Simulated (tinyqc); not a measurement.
Round or elliptic silicon nanowire with anisotropic valleys (Ritz method), step by step. Values are carried at full precision from step to step, so a last printed digit may differ when a step is redone from the rounded ones.

Wire along x = [110] on a (001) wafer, y = [-110], z = [001]. Valley groups (w = inverse masses): A, two valleys along z: w_y = 1/mt, w_z = 1/ml, m_x = mt; B, four valleys in the wafer plane: w_y = (1/ml + 1/mt)/2, w_z = 1/mt, m_x = (ml + mt)/2.

Constants: hbar^2/2m0 = 3.80998211 eV angstrom^2; kB = 8.617333262e-05 eV/K.

Parameters, chosen for this exercise (near those of a Si nanowire; not measured data): ml = 0.921 m0 (longitudinal mass); mt = 0.191 m0 (transverse mass); a = 29 angstrom (semi-axis along y); b = 38 angstrom (semi-axis along z); group = B (valley group worked out); T = 300 K (temperature).

## Stretching the ellipse

Scaling y by 1/sqrt(w_y) and z by 1/sqrt(w_z) makes the mass 1 and the semi-axes A = a/sqrt(w_y), B = b/sqrt(w_z). List them with the one-function estimate 3c (1/A^2 + 1/B^2) and the slender limit c (pi/2s)^2 (1 + 2s/(pi l)), s and l the smaller and larger of A, B; c = hbar^2/2m0.

Groups:
```
group  g      A      B  axis ratio  one function (eV)  slender limit (eV)
A      2  12.67  36.47       2.877             0.0798              0.0715
B      4  16.31  16.61       1.018             0.0844              0.0574
```

The one-function value suits axis ratios near 1 and the slender limit ratios well above 2.

## Matrices of three even functions

Hard wall on the ellipse (y/a)^2 + (z/b)^2 = 1, c = hbar^2/2m0. With u = y/a, v = z/b the operator is -c [(w_y/a^2) d2/du2 + (w_z/b^2) d2/dv2] on the unit disc. Basis (1 - u^2 - v^2) u^i v^j; S, X and Y are the disc integrals of f f', (df/du)(df'/du) and (df/dv)(df'/dv), from the integral of u^p v^q = 2 Gamma((p+1)/2) Gamma((q+1)/2)/((p + q + 2) Gamma((p+q+2)/2)) for even p, q; H = c (w_y X/a^2 + w_z Y/b^2).

Basis 1, u^2, v^2 times (1 - u^2 - v^2); form S and H for the chosen group.

S, rows 1, u^2, v^2 and columns alike:
```
[[1.047198, 0.130900, 0.130900],
 [0.130900, 0.039270, 0.013090],
 [0.130900, 0.013090, 0.039270]]
```

H (meV), rows 1, u^2, v^2 and columns alike:
```
[[88.3823, 14.7304, 14.7304],
 [14.7304, 13.0212, 1.8413],
 [14.7304, 1.8413, 12.7569]]
```

## Lowest level in this basis

Solve H p = E S p for the wire level; give E, the ratios p2/p1 and p3/p1, and H11/S11.

E = 81.4 meV

ratios: [-0.38, -0.40]

one function = 84.4 meV

The two added functions lower the level by 3.0 meV (3.6 %); the two ratios are close, as the stretched shape is nearly a circle.

## Subbands

Converged values use 21 functions of each parity class (e or o in u, then in v).

The nine lowest levels of all groups and parity classes.

Subbands:
```
group, parity  g  m_x (m0)  E (eV)
A ee           2    0.1910  0.0745
B ee           4    0.5560  0.0813
A eo           2    0.1910  0.1119
A ee           2    0.1910  0.1604
B eo           4    0.5560  0.2047
B oe           4    0.5560  0.2084
A eo           2    0.1910  0.2208
A oe           2    0.1910  0.2630
A ee           2    0.1910  0.2938
```

At 300 K and without degeneracy the populations go as g sqrt(m_x) exp(-E/kB T): among these nine the lowest level holds 25 % and the light transport mass mt 32 % of the electrons.

## Checks

- Circle of radius a with both masses mt against c (2.404826/R)^2/m, eV: both 0.1372.

(tinyqc, `OMP_NUM_THREADS=1 python tinyqc.py 1281613 1281614 out.jsonl`, Intel(R) Xeon(R) Processor @ 2.30GHz, 1 thread, shared host, about 0.03 s.)
